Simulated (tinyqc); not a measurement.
# Conduction-band offset of an n-N heterojunction from carrier-profile moments, step by step

Program tinyqc, `OMP_NUM_THREADS=1 python tinyqc.py 2410055 2410056 out.jsonl`; Intel Xeon 2.30GHz, shared host, one thread, about 0.08 s. Printed values are rounded.

Layer 1 (x < 0) accumulates electrons and layer 2 (x > 0) is depleted. Boltzmann statistics. The bands bend down by V1 in layer 1 and up by V2 in layer 2, with V1 + V2 = VD = dE + Vt ln[(N2/Nc2)/(N1/Nc1)].

Values chosen for this exercise; values of the order of III-V alloys:
```
symbol,value,unit,meaning
T,200,K,temperature
eps_r,12.8,,relative permittivity of both layers
Nc1,3.2e17,cm^-3,density of states of the narrow-gap layer 1
Nc2,7.8e17,cm^-3,density of states of the wide-gap layer 2
dE,0.18,eV,conduction-band offset
N1,2.6e15,cm^-3,donor density in layer 1
N2,6.2e16,cm^-3,donor density in layer 2
si,0,cm^-2,fixed charge at the interface
```

Constants: q = 1.602176634e-19 C, kB = 1.380649e-23 J/K, Vt = kB T/q, eps0 = 8.8541878128e-14 F/cm where lengths are in cm. Results are converted to the units shown.

Range of the model: The accumulated density at the interface nears Nc1, where degeneracy and quantisation set in.

## Division of the diffusion potential

Sheet densities from the first integral: Q1 = sqrt((2 eps0 eps_r Vt N1/q)(exp(u1) - u1 - 1)) extra electrons, Q2 = sqrt((2 eps0 eps_r Vt N2/q)(exp(-u2) + u2 - 1)) missing ones, u = V/Vt; neutrality Q1 = Q2 + si. Q1 - Q2 rises steadily with V1, so V1 follows by bisection.

VD = 0.2193062 V
V1 = 0.08790268 V
V2 = 0.1314036 V
Q1 = 3.164644e11 cm^-2
n at x = 0- = 4.266024e17 cm^-3
n at x = 0+ = 3.028082e13 cm^-3

n drops across the interface by 14100 = (Nc1/Nc2) exp(dE/Vt).

## Electron profile

-x, left point 0 to 9 (nm): 0  1.58  9.6  27.6  58.2  104  167  249  353  479
x, right point 0 to 9 (nm): 0  8.58  21.1  35.8  52  69.5  88.1  108  128  149

Integrate the field q Q(V)/(eps0 eps_r) away from the interface on each side; n = N exp(+/- V/Vt).

n in layer 1, left point 0 to 9 (cm^-3): 4.26602e17  2.94109e17  8.68970e16  2.32636e16  8.54470e15  4.49733e15  3.19570e15  2.76298e15  2.63457e15  2.60545e15
n in layer 2, right point 0 to 9 (cm^-3): 3.02808e13  2.32931e14  2.34679e15  1.34962e16  3.53021e16  5.21740e16  5.91671e16  6.12983e16  6.18305e16  6.19620e16

## Offset from the moments

A C-V profile smears n(x) but keeps its zeroth and first moments: si = -int (N - n) dx, VD = (q/(eps0 eps_r)) int (N - n) x dx, dE = VD - Vt ln[(N2/Nc2)/(N1/Nc1)]. Use the trapezoidal rule on each side.

si = 5.476194e10 cm^-2
VD = 0.2193925 V
dE = 0.1800863 eV

On these few points dE comes out 0.086 meV from the true 0.18 eV, and si misses by 5.5e10 cm^-2, 17 % of Q1.
